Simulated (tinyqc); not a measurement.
Inside a calculation. Method: Hubbard ring of 4 sites. One step of it, computed by the program tinyqc.

Question. Mean-field iteration 2. H(up) = T + U n(down), H(down) = T + U n(up); fill the lowest levels; n(new) = n + mixing (n(out) - n); E = tr T (rho up + rho down) + U sum n_up n_down of the output.

one-body matrix (hopping and site energies) (eV), lower triangle:
```
           1          2          3         4
1   0.000000
2  -1.220000   0.000000
3   0.000000  -1.220000   0.000000
4  -1.220000   0.000000  -1.220000  0.000000
```

U = 1.800000 eV

electrons, up and down: 2  2

mixing = 0.200000

n(up) after iteration 1: 1 0.800804, 2 0.199196, 3 0.800804, 4 0.199196

n(down) after iteration 1: 1 0.199196, 2 0.800804, 3 0.199196, 4 0.800804

Give: levels, up; levels, down; energy; n(up) after iteration 2; n(down) after iteration 2.

Answer.

levels, up (eV): -1.5994  0.3586  1.4414  3.3994

levels, down (eV): -1.5994  0.3586  1.4414  3.3994

energy = -3.6302 eV

n(up) after iteration 2: 1 0.8015, 2 0.1985, 3 0.8015, 4 0.1985

n(down) after iteration 2: 1 0.1985, 2 0.8015, 3 0.1985, 4 0.8015
